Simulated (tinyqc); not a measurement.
## Voltage drop against the resistance from a pad node to the supply

A grid of 17 by 17 nodes with segments Rx (rows) and Ry (columns); every node draws I1 and the central node kh I1; pads with resistance Rp sit at the nodes whose row and column are multiples of the pitch, counting from 0. The drops u = Vdd - V follow from G u = i, with G the conductance matrix and i the load currents, solved directly. Here the pitch is 4.

Inputs (values chosen for the exercise):
- Vdd = 0.9 V (supply voltage)
- Rx = 1.1 ohm (resistance of a horizontal segment)
- Ry = 1.6 ohm (resistance of a vertical segment)
- kh = 8 (factor on the load at the hot node)
- I1 = 0.075 mA (load current of a node in the large grid)

Voltage drop against the resistance from a pad node to the supply:
```
Rp (ohm),pads,worst drop (mV),mean drop (mV),largest drop at a pad (mV),largest pad current (mA),worst drop over Vdd (%)
0.02,25,0.5487,0.3947,0.03381,1.690,0.06097
0.04,25,0.5723,0.4138,0.06694,1.674,0.06359
0.08,25,0.6189,0.4520,0.1314,1.642,0.06876
0.16,25,0.7101,0.5279,0.2539,1.587,0.07890
0.32,25,0.8864,0.6782,0.4800,1.500,0.09848
0.64,25,1.223,0.9750,0.8838,1.381,0.1359
1.3,25,1.882,1.578,1.616,1.243,0.2091
```

The worst drop rises from 0.549 to 1.88 mV and the mean drop rises from 0.395 to 1.58 mV. The worst drop goes as Rp^(0.06) between the first two rows and Rp^(0.61) between the last two. The central node is itself a pad.

tinyqc, about 0.1 s, one thread, Intel Xeon 2.30GHz (shared host): `OMP_NUM_THREADS=1 python tinyqc.py 2770120 2770121 out.jsonl`
